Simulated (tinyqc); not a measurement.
Inside a calculation. Model: carrier lifetime of a p-type layer with SRH, radiative, Auger and surface recombination.

Program tinyqc, `OMP_NUM_THREADS=1 python tinyqc.py 2300028 2300029 out.jsonl`; Intel Xeon 2.30GHz, shared host, one thread, about 0.01 s. Printed values are rounded.

Uniform excess density dn = dp (no trapping), n = n0 + dn, p = p0 + dn, Boltzmann statistics, full ionisation. Surfaces enter as a rate 2 S dn/d, which holds while diffusion to them is fast.

Inputs (values chosen for the exercise); band and dielectric values close to those of silicon:
```
symbol,value,unit,meaning
T,300,K,temperature
Eg,1.14,eV,band gap
Nc,2.76e19,cm^-3,conduction-band density of states at T
Nv,2.68e19,cm^-3,valence-band density of states at T
B,4.63e-15,cm^3/s,radiative coefficient
N,3.1e15,cm^-3,acceptor density
Cn,2.9e-31,cm^6/s,Auger coefficient (two electrons)
Cp,8.1e-32,cm^6/s,Auger coefficient (two holes)
Nt,2.5e12,cm^-3,trap density
sn,2e-14,cm^2,capture cross-section for electrons
sp,2e-15,cm^2,capture cross-section for holes
vth,1.9e7,cm/s,thermal velocity (both carriers)
Et,0.27,eV,trap level below the conduction band
S,600,cm/s,surface recombination velocity (both faces)
d,1,um,sample thickness
G,6.9e20,cm^-3 s^-1,generation rate
```

Constants: q = 1.602176634e-19 C, kB = 1.380649e-23 J/K, Vt = kB T/q. Results are converted to the units shown.

## Equilibrium densities and SRH constants

ni = sqrt(Nc Nv) exp(-Eg/(2 Vt)), Eg in volts; majority density N/2 + sqrt(N^2/4 + ni^2), n0 p0 = ni^2; n1 = Nc exp(-Et/Vt), p1 = Nv exp((Et - Eg)/Vt); tn0 = 1/(sn vth Nt), tp0 = 1/(sp vth Nt).

ni = 7.22676e9 cm^-3
n0 = 16847.1 cm^-3
p0 = 3.1e15 cm^-3
n1 = 8.03727e14 cm^-3
p1 = 64979.8 cm^-3
tn0 = 1.05263e-6 s
tp0 = 1.05263e-5 s

## Starting value

dn = 3e12 cm^-3.

dn at the start = 3e12 cm^-3

## Iteration 1: new dn

With e = n p - ni^2 = dn (n0 + p0 + dn): U_SRH = e/(tp0 (n + n1) + tn0 (p + p1)), U_rad = B e, U_Aug = (Cn n + Cp p) e, U_s = 2 S dn/d. Newton step on ln U(ln dn) = ln G, U the sum: k = d ln U/d ln dn (central difference over factors 1.0001), dn(new) = dn (G/U)^(1/k).

U_SRH = 7.91704e17 cm^-3 s^-1
U_rad = 4.31007e13 cm^-3 s^-1
U_Aug = 2.34785e12 cm^-3 s^-1
U_s = 3.6e19 cm^-3 s^-1
k = 0.999957
dn after iteration 1 = 5.62697e13 cm^-3

## Iteration 2: new dn

As before.

U_SRH = 1.43517e19 cm^-3 s^-1
U_rad = 8.22298e14 cm^-3 s^-1
U_Aug = 4.83036e13 cm^-3 s^-1
U_s = 6.75236e20 cm^-3 s^-1
k = 0.999275
dn after iteration 2 = 5.63033e13 cm^-3

## Course of the iteration

Stop when the step is below 1e-10 of the value, or after 40 iterations.

Course of the iteration:
```
iteration  dn before the step (cm^-3)  step (cm^-3)
1                                3e12       5.33e13
2                          5.62697e13       3.36e10
3                          5.63033e13          6510
4                          5.63033e13         < 1e1
```

Converged in 4 iterations.

## Lifetime, shares and quasi-Fermi splitting

converged dn = 5.63033e13 cm^-3

With e = n p - ni^2 = dn (n0 + p0 + dn): U_SRH = e/(tp0 (n + n1) + tn0 (p + p1)), U_rad = B e, U_Aug = (Cn n + Cp p) e, U_s = 2 S dn/d. tau = dn/U, shares of U, splitting Vt ln(n p/ni^2), radiative efficiency U_rad/U.

tau = 8.15989e-8 s
shares (%): SRH 2.0812, radiative 0.0001, Auger 0.0000, surface 97.9187
quasi-Fermi splitting = 0.567396 V

Surface recombination takes the largest share. dn is 0.018 times the doping: low injection.
